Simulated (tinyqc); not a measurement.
# Changing the test frequency f

Model: admittance spectroscopy and thermally stimulated current of one trap level in a depletion layer. Computed by tinyqc, a small Python program. Command: `OMP_NUM_THREADS=1 python tinyqc.py 3112568 3112569 out.jsonl admit sweep`. One thread of a shared host (Intel(R) Xeon(R) Processor @ 2.30GHz), about 0.01 s of CPU time with the checks.

A Schottky junction on n-type material holds one donor-like electron trap; shallow donors are fully ionised and abrupt depletion edges are assumed.

Inputs (values chosen for the exercise, modelled on n-type beta-Ga2O3):
```
quantity,value,unit
dielectric constant eps,10.1,-
density-of-states mass m,0.282,m_0
shallow doping N,8.3e+15,1/cm^3
trap density N_t,1.7e+15,1/cm^3
trap depth E_t below the band,0.462,eV
capture cross section sigma,1.1e-17,cm^2
band bending V_b,1.1,V
```

Constants: k_B = 1.380649e-23 J/K; m_0 = 9.1093837015e-31 kg; h = 6.62607015e-34 J s; k_B = 8.617333262e-05 eV/K; eps_0 = 8.8541878128e-12 F/m; e = 1.602176634e-19 C.

Method:
- N_c = 2 (2 pi m k_B T/h^2)^(3/2), v_th = sqrt(3 k_B T/m), emission rate e_n = sigma v_th N_c exp(-E_t/(k_B T)).
- Where the level crosses the Fermi level capture equals emission, so the trap follows the signal with the rate 2 e_n; G/omega peaks at omega = 2 e_n (the correction for large N_t/N is left out).
- Solve 2 e_n(T_p) = 2 pi f.
- With E_c - E_F = k_B T_p ln(N_c/N): lambda = sqrt(2 eps eps_0 (E_t - (E_c - E_F))/(e^2 N)); traps are empty and charged for x < x_t = w - lambda, and V_b = e (N w^2 + N_t x_t^2)/(2 eps eps_0). High frequency: C_hf = eps eps_0/w. Low frequency: C_lf = eps eps_0 (N + N_t)/(N w + N_t x_t).

One run for each value:
```
test frequency f (Hz),peak temperature T_p (K),step (C_lf - C_hf)/C_hf,E_c - E_F = k_B T_p ln(N_c/N) (eV),lambda (nm)
10,310.78,0.099231,0.16519,199.80
70,345.51,0.095097,0.18838,191.84
500,388.85,0.089597,0.21796,181.17
4000,447.23,0.081498,0.25876,165.33
30000,521.51,0.069695,0.31210,141.99
200000,615.27,0.050841,0.38136,104.14
```

Over the rows, peak temperature T_p (K) rises from 311 to 615 (exponent d ln y / d ln x 0.054 between the first rows and 0.087 between the last); step (C_lf - C_hf)/C_hf falls from 0.0992 to 0.0508 (exponent d ln y / d ln x -0.022 between the first rows and -0.17 between the last); E_c - E_F = k_B T_p ln(N_c/N) (eV) rises from 0.165 to 0.381 (exponent d ln y / d ln x 0.068 between the first rows and 0.11 between the last).  Left out: 1.00e6, 1.00e7 (the level does not cross the Fermi level inside the depletion layer).

Extremes, crossings and ranges named in words are read from the listed rows.
